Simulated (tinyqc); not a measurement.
# Single-band model of a thermoelectric material, step by step

A worked calculation. Computed by tinyqc, a small Python program that keeps every step. Command: `OMP_NUM_THREADS=1 python tinyqc.py 3002554 3002555 out.jsonl thermo walk`. One thread of a shared host (Intel(R) Xeon(R) Processor @ 2.30GHz), about 0.01 s of CPU time with the checks. Intermediate numbers are printed to about 6 digits and carried at full precision; extremes and crossings named in words are read from the listed rows.

One spherical band, one scattering law, no minority carriers and no phonon drag. In a real material minority carriers limit |S| to about E_g/(2 e T), so larger values are formal. eta = E_F/(k_B T) is counted from the band edge; f = 1/(1 + exp(x - eta)).

Inputs (values chosen for the exercise, modelled on p-type Bi2Te3):
```
quantity                                value        unit
density-of-states mass m                  1.1         m_0
mobility parameter mu_300                 600  cm^2/(V s)
temperature exponent p                      2           -
lattice thermal conductivity kappa_L     0.78     W/(m K)
carrier density n                     5.7e+19      1/cm^3
temperature T                             310           K
```

Band: parabolic. Scattering: acoustic phonons, r = -0.5.

Constants: m_0 = 9.1093837015e-31 kg; k_B = 1.380649e-23 J/K; hbar = 1.054571817e-34 J s; k_B = 8.617333262e-05 eV/K; e = 1.602176634e-19 C.

## Fermi level

With x = E/(k_B T), a = alpha k_B T (0 for a parabolic band), G = x (1 + a x), D = 1 + 2 a x and <y> = int y f (1 - f) dx, f = 1/(1 + exp(x - eta)): tau = tau_0 G^r/D; transport function s = G^(3/2 + r)/D^2; n = N_0 <G^(3/2)> with N_0 = (2 m k_B T)^(3/2)/(3 pi^2 hbar^3). Integrals over x = E/(k_B T) use 160 Gauss-Legendre points in u = sqrt(x) from 0 to sqrt(max(eta, 0) + 32). Solve for eta.

N_0 = 2.28763e+19 1/cm^3

reduced Fermi level eta = 1.27449

## Transport integrals

The formulas are those given above.

<s> = 1.52102

<x s> = 4.38991

<x^2 s> = 16.2720

<G^(3/2)> = 2.49166

<G^(3/2 + 2r)/D^4> = 1.01869

## Coefficients

sigma = e mu_0 N_0 <s> with mu_0 = e tau_0/m = mu_300 (T/300 K)^(-p); |S| = (k_B/e)(<x s>/<s> - eta); Lorenz number L = (k_B/e)^2 (<x^2 s>/<s> - (<x s>/<s>)^2); kappa_e = L sigma T; zT = S^2 sigma T/(kappa_L + kappa_e). Hall factor r_H = <G^(3/2)> <G^(3/2 + 2r)/D^4>/<s>^2; drift mobility sigma/(n e) with n = N_0 <G^(3/2)>; power factor S^2 sigma.

conductivity sigma = 3132.56 S/cm

Seebeck coefficient |S| = 138.884 microvolt/K

Lorenz number L = 1.75855 1e-8 V^2/K^2

drift mobility = 343.016 cm^2/(V s)

Hall factor r_H = 1.09715

power factor = 60.4235 microwatt/(cm K^2)

kappa_e = 1.70772 W/(m K)

zT = 0.752950

L is 72 % of the degenerate value pi^2/3 (k_B/e)^2 = 2.443; the classical limit for this r is (r + 5/2)(k_B/e)^2 = 1.485. The charge carriers transport 69 % of the heat.

## Limiting formulas for the Seebeck coefficient

Classical: |S| = (k_B/e)[r + 5/2 - ln(n/N_c)], N_c = (3 sqrt(pi)/4) N_0. Degenerate (Mott): |S| = (pi^2/3)(k_B/e)(r + 3/2)/eta_F, eta_F = (n/N_0)^(2/3).

Seebeck coefficients:
```
formula        |S| (microvolt/K)  deviation (%)
full integral            138.884         0.0000
classical                118.207       -14.8883
degenerate               154.250        11.0637
```

At eta = 1.27 the degenerate formula is the closer one, but neither is good to 5 %: the full integrals are needed in this range.

## Best doping

Quality factor B = (k_B/e)^2 e mu_0 N_0 T/kappa_L; zT and the power factor are maximised over eta between -8 and 30.

quality factor B = 0.607826

eta of the largest zT = -0.801105

density of the largest zT = 1.18952e+19 1/cm^3

largest zT = 1.37286

|S| at the largest zT = 258.012 microvolt/K

eta of the largest power factor = 0.668122

density of the largest power factor = 3.82931e+19 1/cm^3

largest power factor = 62.0976 microwatt/(cm K^2)

The sample is overdoped by a factor 4.79 and reaches 55 % of the best zT. zT peaks at a density 3.22 times lower than the power factor, because kappa_e grows with n.

## Against the Fermi level

The formulas are those given above.

The same material at other dopings:
```
eta   n (1/cm^3)  |S| (microvolt/K)  sigma (S/cm)  power factor (microwatt/(cm K^2))       zT
-4   5.53414e+17            517.824   3.73802e+01                            10.0232  0.38974
-3   1.48809e+18            432.971   1.00067e+02                            18.7589  0.70373
-2   3.93202e+18            350.239   2.61411e+02                            32.0667  1.10175
-1   9.96837e+18            272.487   6.45169e+02                            47.9032  1.36407
0    2.32684e+19            204.501   1.42755e+03                            59.7013  1.23894
1    4.79158e+19            150.876   2.70469e+03                            61.5681  0.85789
2    8.58704e+19            112.389   4.38045e+03                            55.3310  0.51969
4    1.98019e+20             68.216   8.27546e+03                            38.5088  0.19401
6    3.48095e+20             46.946   1.23622e+04                            27.2454  0.09013
10   7.32423e+20             28.345   2.05953e+04                            16.5472  0.03233
```

|S| falls and sigma rises with eta, so their product S^2 sigma peaks: among these rows at eta = 1, and zT at eta = -1, where |S| = 272 microvolt/K. zT stays above 90 % of its best row from n = 1.0e19 to 2.3e19 per cm^3.

Checks made by the program: |S| against (k_B/e)[(r + 5/2) F_(r+3/2)/((r + 3/2) F_(r+1/2)) - eta] by adaptive quadrature (relative difference below 1e-10).
